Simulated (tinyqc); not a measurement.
MOSFET in the linear regime without short-channel effects, parameter extraction from computed curves: one step of the calculation.

Inversion charge Q = Cox n Vt W0(exp((Vg - VT)/(n Vt))), W0 the Lambert function and n = nf; u = Q/Cox; mobility mu = mu0/(1 + th1 u + th2 u^2); channel resistance Rch = (L - dL)/(W mu Q); Id = Vd/(Rch + Rsd/W). Cox = eps0 eox/tox. Small Vd, no channel-length or drain effects.

Question. The Y function. Y_i = Id_i/sqrt(gm_i). For Id = beta Vd x/(1 + th x), x = Vg - VT, Y = sqrt(beta Vd) x whatever th. Slope s from points 7 and 10; VT_Y = Vg - Y/s at point 10; beta = s^2/Vd; mobility beta L/(W Cox) with the drawn L; th* = (beta Vd x/Id - 1)/x at point 10.

Parameters, values chosen for the exercise; channel values of the order met in silicon transistors:
```
symbol  value        unit                                                                 meaning
eox      7.68              relative permittivity of the gate insulator (close to silicon nitride)
tox       7.9          nm                                                     insulator thickness
mu0       450  cm^2/(V s)                                                      low-field mobility
th2      0.13       1/V^2                                      second mobility attenuation factor
W          10          um                                                              gate width
L         0.3          um                                                       drawn gate length
dL      0.006          um                                             drawn less effective length
Vd       0.01           V                                                           drain voltage
```

Constants: eps0 = 8.8541878128e-14 F/cm where lengths are in cm. Results are converted to the units shown.

```
point  Vg (V)      Id (uA)
0        0.21  0.010817136
1        0.36   0.24903675
2        0.51    3.4469010
3        0.66    13.198589
4        0.81    24.700308
5        0.96    35.174001
6        1.11    44.106346
7        1.26    51.560482
8        1.41    57.726999
9        1.56    62.806357
10       1.71    66.977582
11       1.86    70.392260
```

gm, point 1 to 10 (uS): 11.453613  43.165173  70.844689  73.251375  64.686796  54.621602  45.402175  37.486249  30.835278  25.286344

Wanted: Y; s; VT_Y; beta; mobility from Y; th*.

Answer.

Y, point 1 to 10 (uA^0.5 V^0.5): 0.07359  0.5246  1.568  2.886  4.373  5.968  7.652  9.429  11.31  13.32
s = 12.59 uA^0.5 V^-0.5
VT_Y = 0.6524 V
beta = 1.586e4 uA/V^2
mobility from Y = 552.8 cm^2/(V s)
th* = 1.423 1/V

The mobility from Y is 20 % above mu0 L/(L - dL) = 459 cm^2/(V s), which it should reach in deep inversion when th2 = 0.

Numbers from tinyqc (`OMP_NUM_THREADS=1 python tinyqc.py 2210075 2210076 out.jsonl`; about 0.01 s on one thread of a shared Intel Xeon 2.30GHz).
